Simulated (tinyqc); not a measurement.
# From one set of inputs to another, one input at a time

Model: oxidation of curved silicon (wires and holes): cylindrical Deal-Grove kinetics with stress-retarded reaction. Computed by tinyqc, a small Python program. Command: `OMP_NUM_THREADS=1 python tinyqc.py 3026237 3026238 out.jsonl wireox ladder`. One thread of a shared host (Intel(R) Xeon(R) Processor @ 2.30GHz), about 0.03 s of CPU time with the checks.

Silicon fills r < a and oxide a < r < b. One volume of silicon gives 2.25 volumes of oxide, and the length is fixed.

The inputs printed are set A. Set A is close to those used for silicon in dry oxygen; the values taken over come from a set close to those used for silicon in steam. Inputs not listed in the table keep their values of set A, so the rows need not describe a real material.

Inputs (values chosen for the exercise, close to those used for silicon in dry oxygen): prefactor B0 = 741 um^2/h; activation energy E_B = 1.24 eV; prefactor (B/A)0 = 4.79e+06 um/h; activation energy E_A = 1.99 eV; starting silicon radius a0 = 60 nm; starting oxide x_i = 3 nm; viscosity prefactor eta0 = 2e-09 Pa s; viscosity energy E_eta = 5.59 eV; critical shear stress s_c = 79 MPa; activation volume V_k = 13 angstrom^3; temperature T = 850 C; time t = 3.1 h.

Shape: wire (convex).

Constants: k_B = 8.617333262e-05 eV/K.

Method:
- B = B0 exp(-E_B/(k_B T)), B/A = (B/A)0 exp(-E_A/(k_B T)), eta = eta0 exp(E_eta/(k_B T)); 1 um = 1000 nm.
- Temperatures in kelvin are T(C) + 273.15.
- Geometry: b^2 = b0^2 + 1.25 (a0^2 - a^2), b0 = a0 + x_i.
- Rate of oxide made per interface area: q = 1/[1/k + 2 a |ln(b/a)|/B], and |da/dt| = q/2.25. Reaction k = (B/A) exp(-sigma V_k/(k_B T)). New oxide pushes the old with radial speed u = 1.25 |da/dt| at r = a; the shear stress at radius r is s_c asinh(z a^2/r^2), z = 2 eta u/(a s_c) (Eyring flow), and the compressive normal stress at the interface is sigma = |int_a^b 2 s/r dr| = s_c |F(z) - F(z a^2/b^2)|, F(y) = int_0^y asinh(w)/w dw. q and sigma are solved together. 1 MPa angstrom^3 = 6.241509e-6 eV.
- Integrate da/dt adaptively (tolerance 1e-8); a wire counts as consumed at a = 0.5 nm and a hole as closed at b = 0.5 nm. Planar reference: x^2 + A x = B t + x_i^2 + A x_i, A = B/(B/A).

Each row keeps all changes above it:
```
input moved                                                             from             to  silicon radius a (nm)  normal stress at time t (MPa)  ratio to the planar thickness
set A                                                                      -              -                 53.856                         375.44                        0.80971
time t (h)                                                               3.1            1.1                 57.608                         197.85                        0.90280
critical shear stress s_c (MPa)                                           79             67                 57.574                         172.60                        0.91093
starting silicon radius a0 (nm)                                           60             24                 21.877                         397.55                        0.81039
activation volume V_k (angstrom^3)                                        13            8.3                 21.703                         420.16                        0.84759
viscosity prefactor eta0 (Pa s) and viscosity energy E_eta (eV)  2e-09, 5.59  2.7e-09, 5.61                 21.719                         438.45                        0.84421
temperature T (C)                                                        850            750                 23.685                         283.56                        0.95739
prefactor B0 (um^2/h) and activation energy E_B (eV)               741, 1.24     423, 0.778                 23.683                         284.04                        0.95673
```

Which inputs carry the difference?

Silicon radius a goes from 53.9 to 23.7, a factor 0.440 in all. The largest single move comes from starting silicon radius a0 (a factor 0.380). Normal stress at time t goes from 375 to 284, a factor 0.757 in all. The largest single move comes from starting silicon radius a0 (a factor 2.30), but it runs against the net change; the largest move in the direction of the net change is time t (a factor 0.527). Ratio to the planar thickness goes from 0.810 to 0.957, a factor 1.18 in all. The largest single move comes from temperature T (a factor 1.13), and starting silicon radius a0 works against it (a factor 0.890). The single moves hold for this order of the switches; the total does not depend on the order.

Caution (rows set A, time t, critical shear stress s_c, starting silicon radius a0, activation volume V_k, viscosity prefactor eta0, temperature T): planar dry oxides this thin grow faster than Deal-Grove predicts. Caution (all rows): the oxide is taken as a purely viscous fluid in steady flow; elasticity, stress-dependent diffusion and thin-oxide enhancement are left out.

Extremes, crossings and ranges named in words are read from the listed rows.
